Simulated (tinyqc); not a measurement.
Haynes-Shockley experiment: what a collector records, against the distance from injector to collector.

A sheet injected at x = 0, t = 0 gives at x = L the signal n(t) = N0 exp(-t/tau - (L - v t)^2/(4 D t))/sqrt(4 pi D t), D = mu Vt, v = mu F. Its peak lies at tp = [-D + sqrt(D^2 + u^2 L^2)]/u^2, u^2 = v^2 + 4 D/tau; dt is the full width at half height. Simple readings: mobility L/(F tp), diffusion coefficient (L dt/tp)^2/(16 ln 2 tp). Area v times the integral of n over N0: (v/u) exp(L (v - u)/(2 D)).

Inputs (values chosen for the exercise):
- T = 300 K (temperature)
- mu = 473 cm^2/(V s) (minority-carrier mobility)
- F = 52 V/cm (sweep field along the drift)
- tau = 1.7e-6 s (lifetime)

Constants: q = 1.602176634e-19 C, kB = 1.380649e-23 J/K, Vt = kB T/q. Results are converted to the units shown.

Result of one run:
```
L/v (us)  tp (us)  dt (us)  apparent mobility (cm^2/(V s))  apparent D (cm^2/s)    area  exp(-L/(v tau))
0.2236     0.2000   0.2042                           528.8                14.22  0.8579           0.8767
```

Which distance from injector to collector L gave this result: 12, 34, 55, 91 or 240 um?

L = 55 um.

The whole series:
```
L (um)  L/v (us)  tp (us)  dt (us)  apparent mobility (cm^2/(V s))  apparent D (cm^2/s)    area  exp(-L/(v tau))
12       0.04879  0.03213  0.07853                           718.2                24.14  0.9497           0.9717
21       0.08538  0.06633   0.1154                           608.9                18.15  0.9297           0.9510
34        0.1382   0.1171   0.1551                           558.2                15.61  0.9016           0.9219
55        0.2236   0.2000   0.2042                           528.8                14.22  0.8579           0.8767
91        0.3700   0.3427   0.2687                           510.6                13.39  0.7879           0.8044
150       0.6099   0.5769   0.3496                           500.0                12.92  0.6854           0.6986
240       0.9758   0.9343   0.4458                           494.0                12.66  0.5540           0.5633
400        1.626    1.570   0.5785                           490.0                12.48  0.3796           0.3842
```

True values: mu = 473 cm^2/(V s), D = 12.2 cm^2/s. The apparent mobility is 52 % above the true one in the first row and 3.6 % above it in the last, and the apparent D 97 % above and 2.1 % above D. The peak always comes before L/v, since spreading and decay both weigh down the later part of the signal; the shift is 34 % and 3.5 % in these rows.

Computed by the program tinyqc: `OMP_NUM_THREADS=1 python tinyqc.py 2310044 2310045 out.jsonl`, one thread of a shared Intel Xeon 2.30GHz, about 0.01 s for the whole run.
